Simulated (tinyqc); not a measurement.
Polytypes and stacking faults of a tetrahedral semiconductor in an axial Ising model with couplings up to third neighbours: one step, computed by the program tinyqc. Command: `OMP_NUM_THREADS=1 python tinyqc.py 3031632 3031633 out.jsonl polytype walk`. One thread of a shared host (Intel(R) Xeon(R) Processor @ 2.30GHz), about 0.01 s of CPU time with the checks.

Each double layer has s = +1 or -1 for the sense of its stacking step; E per pair of atoms = E0 - sum_n J_n <s_i s_(i+n)>, n = 1, 2, 3. Hexagonality h = (1 - <s_i s_(i+1)>)/2.

Question. Electronic energy gained by the fault. The fault binds electrons in a two-dimensional band E_b below the conduction edge, g2 = m m0/(pi hbar^2) for one valley. With the Fermi level held by the bulk, eta = ln[n/N_c(T)], N_c(T) = N_c (T/300)^1.5, the grand potential falls by g2 (k_B T)^2 F1(x), x = eta + E_b/(k_B T), F1(x) = integral from 0 to infinity of ln(1 + exp(x - t)) dt; sheet density g2 k_B T ln(1 + e^x). Band bending by the trapped charge is left out, so the gain is an upper bound. Net fault energy = gamma of the single Shockley (31) fault less the electronic gain.

Inputs (values chosen for the exercise, of the order of those of SiC for J, a, G and the gaps):
```
quantity                                    value    unit
binding energy of the fault level E_b        0.15      eV
in-plane mass m                              0.42      m0
effective density of states N_c at 300 K    1e+19  1/cm^3
electron density n                        7.4e+18  1/cm^3
temperature T                                 650       K
```

Host polytype: 4H.

energy of the glide fault, single Shockley (31) = 16.61567 mJ/m^2

Constants: m_0 = 9.1093837015e-31 kg; hbar = 1.054571817e-34 J s; k_B = 1.380649e-23 J/K; k_B = 8.617333262e-05 eV/K.

Give: x; sheet density; electronic gain; net fault energy.

Answer.

x = 1.2171

sheet density = 1.4509e+13 1/cm^2

electronic gain = 1.8599 mJ/m^2

net fault energy = 14.756 mJ/m^2

The gain offsets 11 % of the fault energy.
